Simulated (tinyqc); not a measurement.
# MOS inversion layer, Poisson-Schroedinger loop: what changes with what

Electrons confined at an insulator interface at z = 0, treated as a hard wall; parabolic valleys, Hartree approximation, no image or exchange terms. The depletion charge lies far deeper than the electrons and gives a uniform field q Nd/(eps0 eps_r); the gate balances all charge. Energies are counted from the band edge at the interface.

Parameters, values chosen for the exercise; masses and permittivity close to those of In0.53Ga0.47As: temperature T = 400 K; relative permittivity eps_r = 14; mass along z of valley set A (1 valley(s)) mz1 = 0.0414 m0; in-plane density-of-states mass of set A md1 = 0.0409 m0; sheet density of electrons Ns = 1.3e13 cm^-2; sheet density of depletion charge Nd = 4e10 cm^-2.

Constants: q = 1.602176634e-19 C, kB = 1.380649e-23 J/K, hbar = 1.054571817e-34 J s, m0 = 9.1093837015e-31 kg, Vt = kB T/q, eps0 = 8.8541878128e-14 F/cm where lengths are in cm, hbar^2/(2 m0) = 0.0380998212 eV nm^2. Results are converted to the units shown.

Each table varies one quantity; the others keep the values above.

## Effect of the sheet density of depletion charge

Schroedinger equation -(C/mz) psi'' + (V0 + U) psi = E psi, C = hbar^2/(2 m0), psi(0) = 0, on a uniform mesh of 800 nodes with a far wall at 39 nm, 8 levels a set; V0 = q Nd z/(eps0 eps_r); dU/dz = q (Ns - integral of n from 0 to z)/(eps0 eps_r), U(0) = 0; N_k = g md m0 q Vt/(pi hbar^2) ln(1 + exp((EF - E_k)/Vt)), g the number of valleys of the set, sum N_k = Ns. Triangular well: E_k = a_k (C F^2/mz)^(1/3), a_1 = 2.338107, a_2 = 4.087949, C = hbar^2/(2 m0), F in eV/nm. Fang-Howard (all electrons in the lowest level of set A): b^3 = 6 (mz1/C) q (Nd + 11 Ns/32)/(eps0 eps_r), centroid 3/b, level C b^2/(4 mz1) + (3/b) q (Nd + 11 Ns/16)/(eps0 eps_r). The centroid adds 3.9 z_av/eps_r to an oxide-equivalent thickness. Shares under 0.0001 % are printed as 0.

Results:
```
Nd (cm^-2),A1 (meV),A2 (meV),EF (meV),share of A1 (%),share of A2 (%),centroid z_av (nm),added oxide equivalent (nm),Fang-Howard centroid (nm)
1e11,619,893,1.08e3,60.9,25.0,6.23,1.74,4.12
1.7e11,621,896,1.09e3,61.2,25.1,6.13,1.71,4.10
5.3e11,633,915,1.11e3,62.6,25.6,5.67,1.58,4.00
9.4e11,646,936,1.13e3,64.1,26.1,5.26,1.47,3.90
1.6e12,667,972,1.17e3,66.4,26.4,4.81,1.34,3.75
2.9e12,709,1.04e3,1.24e3,70.3,26.2,4.22,1.18,3.52
5e12,776,1.17e3,1.35e3,75.3,24.1,3.66,1.02,3.23
```

Estimate the missing row, Nd = 3.1e11 cm^-2.

Computed row:
```
Nd (cm^-2),A1 (meV),A2 (meV),EF (meV),share of A1 (%),share of A2 (%),centroid z_av (nm),added oxide equivalent (nm),Fang-Howard centroid (nm)
3.1e11,626,903,1.10e3,61.8,25.3,5.94,1.65,4.06
```

With this row back in the table: As Nd goes from 1e11 to 5e12, A1 rises from 619 to 776 meV, the share of A1 rises from 60.9 to 75.3 % and the centroid falls from 6.23 to 3.66 nm. A1 goes as Nd^(0.17) between the last two rows (a triangular well in the field of that charge alone gives 2/3). The Fang-Howard centroid is 34 % below the full one in the first row, where A1 holds 60.9 %, and 12 % below it in the last, where A1 holds 75.3 %. In every row the energies exceed 0.25 eV, where non-parabolicity matters for so light a mass.

## Effect of the sheet density of electrons

Schroedinger equation -(C/mz) psi'' + (V0 + U) psi = E psi, C = hbar^2/(2 m0), psi(0) = 0, on a uniform mesh of 800 nodes with a far wall at 490 nm, 8 levels a set; V0 = q Nd z/(eps0 eps_r); dU/dz = q (Ns - integral of n from 0 to z)/(eps0 eps_r), U(0) = 0; N_k = g md m0 q Vt/(pi hbar^2) ln(1 + exp((EF - E_k)/Vt)), g the number of valleys of the set, sum N_k = Ns.

Results:
```
Ns (cm^-2),A1 (meV),A2 (meV),EF (meV),share of A1 (%),share of A2 (%),centroid z_av (nm),added oxide equivalent (nm),Fang-Howard centroid (nm)
1e11,31.7,51.3,-64.7,34.9,20.0,34.4,9.58,16.3
1.7e11,41.0,65.0,-32.0,39.4,20.2,30.2,8.42,14.8
3.1e11,56.9,88.0,12.2,45.9,20.0,25.2,7.01,13.0
5.3e11,77.8,117,60.5,52.5,19.4,20.8,5.78,11.3
9.4e11,111,163,126,59.2,18.7,16.6,4.63,9.59
1.6e12,155,223,208,64.0,18.3,13.5,3.76,8.16
5e12,325,462,518,65.8,21.1,8.94,2.49,5.67
```

Estimate the missing row, Ns = 2.9e12 cm^-2.

Computed row:
```
Ns (cm^-2),A1 (meV),A2 (meV),EF (meV),share of A1 (%),share of A2 (%),centroid z_av (nm),added oxide equivalent (nm),Fang-Howard centroid (nm)
2.9e12,227,323,339,66.5,19.0,10.8,3.00,6.76
```

With this row back in the table: As Ns goes from 1e11 to 5e12, A1 rises from 31.7 to 325 meV, the share of A1 goes from 34.9 through a maximum of 66.5 (at Ns = 2.9e12 among the rows listed) to 65.8 % and the centroid falls from 34.4 to 8.94 nm. A1 goes as Ns^(0.66) between the last two rows (a triangular well in the field of that charge alone gives 2/3). EF lies more than 2 meV above A1 for Ns = 9.4e11, 1.6e12, 2.9e12, 5e12. The Fang-Howard centroid is 53 % below the full one in the first row, where A1 holds 34.9 %, and 37 % below it in the last, where A1 holds 65.8 %. In every row the eighth level of a set still holds over 0.4 % of the electrons, so more levels and a farther wall would raise the centroid. For Ns = 2.9e12, 5e12 the energies exceed 0.25 eV, where non-parabolicity matters for so light a mass.

tinyqc, about 0.6 s, one thread, Intel Xeon 2.30GHz (shared host): `OMP_NUM_THREADS=1 python tinyqc.py 2160099 2160100 out.jsonl`
